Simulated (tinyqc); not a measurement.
Dopants and charged point defects at anneal temperature: Fermi-level effect, clustering and pairing. Changing the total dopant density N. Computed by tinyqc, a small Python program. Command: `OMP_NUM_THREADS=1 python tinyqc.py 3013563 3013564 out.jsonl pairing sweep`. One thread of a shared host (Intel(R) Xeon(R) Processor @ 2.30GHz), about 0.03 s of CPU time with the checks.

Boltzmann statistics and full ionisation of active dopants. Energies are counted from the valence band; the defect (a vacancy or self-interstitial) has five charge states, with all degeneracy factors one.

Inputs (values chosen for the exercise, with bands modelled on InP):

| quantity | value | unit |
|---|---|---|
| gap at 0 K E_g0 | 1.41 | eV |
| Varshni alpha | 0.000377 | eV/K |
| Varshni beta | 168 | K |
| electron mass m_e | 0.0774 | m_0 |
| valleys M_c | 1 | - |
| hole mass m_h | 0.616 | m_0 |
| anneal temperature T | 920 | K |
| formation enthalpy of the neutral defect H_f | 3.3 | eV |
| formation entropy S_f | 8.6 | k_B |
| site density N_s | 2.9e+22 | cm^-3 |
| intrinsic dopant diffusivity D_i | 1.1e-14 | cm^2/s |
| anneal time t | 40 | s |
| dopant atoms per cluster k | 4 | - |
| cluster binding energy E_b | 1.99 | eV |

Dopant: acceptor. Second part: clustering of the dopant.

defect levels as fractions of E_g(T): (2+/+), (+/0), (0/-), (-/2-): 0.032  0.26  0.63  0.82

Constants: m_0 = 9.1093837015e-31 kg; k_B = 1.380649e-23 J/K; h = 6.62607015e-34 J s; k_B = 8.617333262e-05 eV/K.

Method:
- E_g = E_g0 - alpha T^2/(T + beta).
- N_c = 2 M_c (2 pi m_e k_B T/h^2)^(3/2) and N_v = 2 (2 pi m_h k_B T/h^2)^(3/2), masses in units of m_0.
- n_i = sqrt(N_c N_v) exp(-E_g/2 k_B T); E_i = E_g/2 + (k_B T/2) ln(N_v/N_c).
- p = A/2 + sqrt(A^2/4 + n_i^2) for an active density A.
- k ionised dopants and k carriers form one neutral cluster: C = N_s (A/N_s)^k (p/N_b)^k exp(E_b/k_B T), N_b the effective density of states of the majority band, and N = A + k C (60 bisections in ln A between ln N - 90 and ln N).
- chi = n/n_i (for acceptors n_i/p); E_F = E_i + k_B T ln chi; field enhancement h = 1 + A/sqrt(A^2 + 4 n_i^2).
- C_0 = N_s exp(S_f/k_B) exp(-H_f/k_B T). Ratios to the neutral state at E_F = E_i: r_+ = exp((E(+/0) - E_i)/k_B T), r_2+ = r_+ exp((E(2+/+) - E_i)/k_B T), r_- = exp((E_i - E(0/-))/k_B T), r_2- = r_- exp((E_i - E(-/2-))/k_B T); at other E_F state q scales as chi^(-q). The enhancement is sum r_q chi^(-q)/sum r_q. The charge on the defects is left out of neutrality.
- If every charge state of the defect carries the dopant equally well, D = D_i x enhancement x h x (active share A/N, a rough stand-in that overstates the dA/dN which immobile clusters call for), D_i being an input held fixed when T or H_f is moved; diffusion length 2 sqrt(D t).

One run for each value:

| total dopant density N (cm^-3) | active density A (cm^-3) | enhancement over intrinsic | D/D_i | E_F (eV) | mean charge (e) |
|---|---|---|---|---|---|
| 1.00e+17 | 1.0000e+17 | 0.637 | 1.257 | 0.51256 | -0.0261 |
| 3.00e+17 | 3.0000e+17 | 0.671 | 1.339 | 0.42645 | 0.1253 |
| 9.00e+17 | 9.0000e+17 | 0.864 | 1.727 | 0.33947 | 0.3534 |
| 3.00e+18 | 3.0000e+18 | 1.620 | 3.240 | 0.24403 | 0.7005 |
| 8.00e+18 | 7.9880e+18 | 3.707 | 7.403 | 0.16639 | 0.9875 |
| 2.00e+19 | 1.6331e+19 | 8.087 | 13.206 | 0.10970 | 1.1944 |
| 7.00e+19 | 2.2493e+19 | 12.034 | 7.734 | 0.08432 | 1.2892 |
| 2.00e+20 | 2.6447e+19 | 14.886 | 3.937 | 0.07148 | 1.3375 |
| 7.00e+20 | 3.1305e+19 | 18.730 | 1.675 | 0.05811 | 1.3876 |
| 2.00e+21 | 3.5818e+19 | 22.640 | 0.811 | 0.04743 | 1.4274 |

What does the table show, and why?

Over the rows, active density A (cm^-3) rises from 1.00e17 to 3.58e19 (exponent d ln y / d ln x 1.0 between the first rows and 0.13 between the last); enhancement over intrinsic rises from 0.637 to 22.6 (exponent d ln y / d ln x 0.046 between the first rows and 0.18 between the last); D/D_i goes from 1.26 through a maximum among these rows, 13.2 at 2.00e19, to 0.811. At the low end the exponent of active density A is 1.00, close to 1: no clustering. Once clusters hold most of the dopant and A exceeds n_i, the exponent of A tends to 1/(2k) = 0.125; between the last rows it is 0.128.

Extremes, crossings and ranges named in words are read from the listed rows.
